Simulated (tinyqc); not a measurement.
Fully depleted semiconductor-on-insulator film with two gates, non-linear Poisson equation by Newton steps: threshold and coupling against the insulator thickness.

One dimension across the film, front interface at x = 0, back interface at x = ts. psi is counted from the intrinsic level, n = ni exp(psi/Vt) (source grounded), holes neglected, acceptors ionised. Gates act through Cox = eps0 eox/tox and Cbox = 3.9 eps0/tb with potentials G1 = Vg - (phiM - chi - Vt ln(Nc/ni)) and G2 = Vb - (phiB - chi - Vt ln(Nc/ni)). Classical Boltzmann densities, no interface charge, no depletion in the back plane.

ni = sqrt(Nc Nv) exp(-Eg/(2 Vt)), Eg in volts. The Poisson equation eps0 eps_r d2psi/dx2 = q (n + Na), with -eps0 eps_r dpsi/dx = Cox (G1 - psi) at x = 0 and eps0 eps_r dpsi/dx = Cbox (G2 - psi) at x = ts, is solved on 300 equal intervals with half boxes at both ends; N_inv is the trapezoid sum of n. VT is the Vg for N_inv = 1e11 cm^-2; -dVT/dVb from the linearised equation. Limits with Cs = eps0 eps_r/ts: front channel Cs Cbox/(Cox (Cs + Cbox)), back channel Cbox (Cox + Cs)/(Cox Cs). Swing at N_inv = 1e8 cm^-2.

Parameters, values chosen for the exercise; band and dielectric values close to those of silicon:
- T = 300 K (temperature)
- Eg = 1.12 eV (band gap)
- eps_r = 11.8 (relative permittivity)
- Nc = 2.77e19 cm^-3 (conduction-band density of states at T)
- Nv = 2.63e19 cm^-3 (valence-band density of states at T)
- chi = 3.99 eV (electron affinity)
- eox = 3.9 (relative permittivity of the gate insulator (close to silicon dioxide))
- ts = 11 nm (film thickness)
- tb = 52 nm (buried-oxide thickness (eps_r 3.9))
- Na = 1.4e17 cm^-3 (acceptor density of the film)
- phiM = 4.41 eV (work function of the front gate)
- phiB = 4.49 eV (work function of the back plane)
- Vb = 0 V (back-gate voltage)

Constants: q = 1.602176634e-19 C, kB = 1.380649e-23 J/K, Vt = kB T/q, eps0 = 8.8541878128e-14 F/cm where lengths are in cm. Results are converted to the units shown.

The same in every row: centroid/ts at VT = 0.364.

Threshold and coupling against the insulator thickness:
```
tox (nm)  VT (V)  -dVT/dVb  front-channel limit  back-channel limit  swing (mV/decade)
0.7        0.307    0.0361               0.0126              0.0834               62.0
0.99       0.312    0.0414               0.0178              0.0890               62.3
1.4        0.319    0.0490               0.0252              0.0968               62.8
2          0.330    0.0601               0.0359               0.108               63.4
2.8        0.345    0.0748               0.0503               0.124               64.3
4          0.366    0.0970               0.0719               0.147               65.7
5.6        0.396     0.126                0.101               0.178               67.4
```

What does the comparison show?

As tox goes from 0.7 to 5.6, VT rises from 0.307 to 0.396 V, the centroid stays near 0.364 of ts and -dVT/dVb rises from 0.0361 to 0.126. The coupling covers 33.2 % of the way from the front-channel to the back-channel limit in the first row and 33.6 % in the last.

Program tinyqc, `OMP_NUM_THREADS=1 python tinyqc.py 2190172 2190173 out.jsonl`; Intel Xeon 2.30GHz, shared host, one thread, about 0.4 s.
